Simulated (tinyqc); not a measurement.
Comparisons within one model: defect, radiative and Auger recombination at equal electron and hole densities (ABC model). A value that a table varies takes the place of the one given here.

J/(e d) = Ae n + B n^2 + C n^3 with Ae = A + 4 S/w (four side walls, carriers spread evenly), e = 1.602176634e-19 C, lengths in cm; internal efficiency IQE = B n^2/(Ae n + B n^2 + C n^3); all injected carriers recombine in the layer.

Inputs chosen for the exercise (orders of magnitude like those quoted for Ge; shifted at random, so the results belong to these values and not to a real crystal): A = 470000 1/s (defect rate); B = 7.8e-14 cm^3/s (radiative coefficient); C = 2.3e-31 cm^6/s (Auger coefficient); S = 0 cm/s (recombination velocity of the side walls); w = 9.7 micrometre (side of the square mesa); d = 620 nm (active thickness); S2 = 51 cm/s (recombination velocity of the side walls in this comparison); J = 66 A/cm^2 (current density).

## Efficiency against current

The slope is d ln(B n^2)/d ln J = 2 (Ae + B n + C n^2)/(Ae + 2 B n + 3 C n^2).

Results:

| J (A/cm^2) | n (1/cm^3) | IQE | slope | differential lifetime (ns) |
|---|---|---|---|---|
| 0.010 | 2.14e+15 | 0.000355 | 1.999 | 2.13e+03 |
| 0.060 | 1.28e+16 | 0.00212 | 1.995 | 2.12e+03 |
| 0.20 | 4.25e+16 | 0.00700 | 1.983 | 2.09e+03 |
| 0.90 | 1.84e+17 | 0.0292 | 1.885 | 1.92e+03 |
| 4.0 | 6.51e+17 | 0.0821 | 1.431 | 1.16e+03 |
| 10 | 1.16e+18 | 0.104 | 1.102 | 634 |
| 60 | 2.64e+18 | 0.0903 | 0.801 | 175 |
| 2.0e+02 | 4.18e+18 | 0.0677 | 0.731 | 75.9 |
| 9.0e+02 | 7.13e+18 | 0.0437 | 0.694 | 27.3 |
| 4.0e+03 | 1.19e+19 | 0.0274 | 0.679 | 10.0 |

IQE peaks at 0.106 for J = 14.9 A/cm^2, where the slope passes 1. It is 0.000355 at the lowest current and 0.0274 at the highest, a droop of 74 %. The slope runs from 2.00 to 0.68; its limits are 2 (defects alone), 1 (radiation alone) and 2/3 (Auger alone).

## Shrinking the mesa

S = S2; w takes the values listed.

Results:

| w (micrometre) | Ae (1/s) | IQE_max | J at the peak (A/cm^2) | IQE at J |
|---|---|---|---|---|
| 200 | 4.80e+05 | 0.105 | 15.4 | 0.0883 |
| 100 | 4.90e+05 | 0.104 | 15.9 | 0.0880 |
| 50 | 5.11e+05 | 0.102 | 16.8 | 0.0874 |
| 20 | 5.72e+05 | 0.0971 | 19.8 | 0.0856 |
| 10 | 6.74e+05 | 0.0901 | 25.2 | 0.0828 |
| 5 | 8.78e+05 | 0.0799 | 37.0 | 0.0772 |
| 2 | 1.49e+06 | 0.0625 | 80.4 | 0.0622 |
| 1 | 2.51e+06 | 0.0488 | 173 | 0.0425 |

The walls equal the bulk defect rate at w = 4 S/A = 4.34 micrometre. From 200 to 1 micrometre the peak efficiency falls from 0.105 to 0.0488 and moves to a current 11.2 times higher; at the fixed J the efficiency goes from 0.0883 to 0.0425. For large w diffusion to the walls, left out here, would limit the loss.

## Spreading the carriers over a thicker layer

d is multiplied by the factor listed, at the same J.

Results:

| factor | n (1/cm^3) | defect | radiative | Auger |
|---|---|---|---|---|
| 0.10 | 6.40e+18 | 0.0453 | 0.0481 | 0.907 |
| 0.20 | 5.01e+18 | 0.0709 | 0.0589 | 0.870 |
| 0.50 | 3.59e+18 | 0.127 | 0.0755 | 0.798 |
| 1.0 | 2.75e+18 | 0.194 | 0.0886 | 0.717 |
| 2.0 | 2.06e+18 | 0.292 | 0.100 | 0.608 |
| 5.0 | 1.34e+18 | 0.475 | 0.106 | 0.419 |
| 10 | 9.09e+17 | 0.643 | 0.0970 | 0.260 |
| 20 | 5.65e+17 | 0.800 | 0.0750 | 0.125 |

The best factor listed is 5 (IQE 0.1059); the optimum factor equals J/J_peak = 4.42, a layer of 2.74e+03 nm, since only J/d matters and the peak value 0.106 does not depend on d. A thicker layer trades Auger loss (0.907 to 0.125) for defect loss (0.0453 to 0.8).

## What moves the efficiency

IQE_max = Q/(Q + 2) with Q = B/sqrt(Ae C), reached at n = sqrt(Ae/C). Each row changes one parameter from the base and keeps the others.

Results:

| case | n (1/cm^3) | IQE | IQE_max | J at the peak (A/cm^2) |
|---|---|---|---|---|
| base | 2.746e+18 | 0.08855 | 0.1060 | 14.9 |
| A = 940000 1/s | 2.537e+18 | 0.07558 | 0.07739 | 40.9 |
| B = 1.17e-13 cm^3/s | 2.699e+18 | 0.1283 | 0.1511 | 15.7 |
| C = 4.6e-31 cm^6/s | 2.244e+18 | 0.05911 | 0.07739 | 10.2 |
| d = 1240 nm | 2.063e+18 | 0.09996 | 0.1060 | 29.9 |
| J = 198 A/cm^2 | 4.165e+18 | 0.06789 | 0.1060 | 14.9 |

The largest shifts from the base row, up to three for each result and ties (the steps differ in size, so this ranks the rows, not the parameters). n (1/cm^3): J +1.42e+18, d -6.83e+17, C -5.03e+17. IQE: B +0.0397, C -0.0294, J -0.0207. IQE_max: B +0.0450, A -0.0287, C -0.0287; unchanged at the printed digits by d and J. J at the peak (A/cm^2): A +26.0, d +14.9, C -4.70; unchanged at the printed digits by J.

tinyqc: `OMP_NUM_THREADS=1 python tinyqc.py 1651837 1651838 out.jsonl`; about 0.01 s, one thread, shared Intel(R) Xeon(R) Processor @ 2.30GHz.
